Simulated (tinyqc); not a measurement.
What each parameter does: six-band k.p model of the valence band of a wurtzite crystal.

At k = 0: E1 = D1c + D2c + Te + Le (pure HH); E2, E3 = Le + u +/- sqrt(u^2 + 2 D3c^2), u = (D1c - D2c + Te)/2, D1c = Dcr, D2c = D3c = Dso/3. The weight of LH in state 2 is fL = (E2 - Le)^2/((E2 - Le)^2 + 2 D3c^2). Relative strengths of transitions to the conduction band: for E perpendicular to c (TE) 1/2, fL/2, (1 - fL)/2; for E along c (TM) 0, 1 - fL, fL, with one momentum element for both directions.

Strain of a c-plane layer: exx = eyy = e_par, ezz = -2 (C13/C33) e_par; Le = D1 ezz + D2 (exx + eyy), Te = D3 ezz + D4 (exx + eyy).

Conduction edge: Ec = (top of the unstrained valence band) + Eg + (a1 + D1) ezz + (a2 + D2)(exx + eyy).

Values chosen for the exercise (near those of GaN; the results hold for these values, not for the real material): Dcr = 0.0178 eV (crystal-field splitting); Dso = 0.0163 eV (spin-orbit splitting); Eg = 3.531 eV (direct gap at Gamma from the top of the unstrained valence band); a1 = -4.99 eV (gap potential along c); a2 = -11.39 eV (gap potential in the plane); D1 = -3.73 eV; D2 = 4.33 eV; D3 = 8.07 eV; D4 = -4.03 eV; C13 = 103 GPa; C33 = 411 GPa; e_par = -0.0064 (exx = eyy of a c-plane layer).

Splittings at k = 0 under the strain, fL and the lowest transition.

Results for these values:
```
case  E1 - E2 (meV)  E1 - E3 (meV)      fL  lowest transition (eV)
base          10.21         101.36  0.9928                  3.5833
```

What happens to each result for a2 = -9.112 eV, all else kept?

Answer: E1 - E2 does not change at the printed digits; E1 - E3 does not change at the printed digits; fL does not change at the printed digits; lowest transition falls from 3.5833 to 3.5542.

The same for each parameter in turn:
```
case              E1 - E2 (meV)  E1 - E3 (meV)      fL  lowest transition (eV)
base                      10.21         101.36  0.9928                  3.5833
Dso = 0.01304 eV           8.28         100.03  0.9955                  3.5833
Dcr = 0.02136 eV          10.24         104.89  0.9934                  3.5833
a2 = -9.112 eV            10.21         101.36  0.9928                  3.5542
D3 = 6.456 eV             10.17          96.22  0.9920                  3.5885
D4 = -4.836 eV            10.28         111.61  0.9942                  3.5730
D1 = -4.476 eV            10.21         101.36  0.9928                  3.5833
C33 = 328.8 GPa           10.26         107.79  0.9938                  3.5728
e_par = -0.00512          10.08          86.00  0.9896                  3.5729
```

D1 and D2 shift all valence edges and the conduction edge alike, so they drop out of splittings and transitions.

tinyqc: `OMP_NUM_THREADS=1 python tinyqc.py 1051233 1051234 out.jsonl`; about 0.01 s, one thread, shared Intel(R) Xeon(R) Processor @ 2.30GHz.
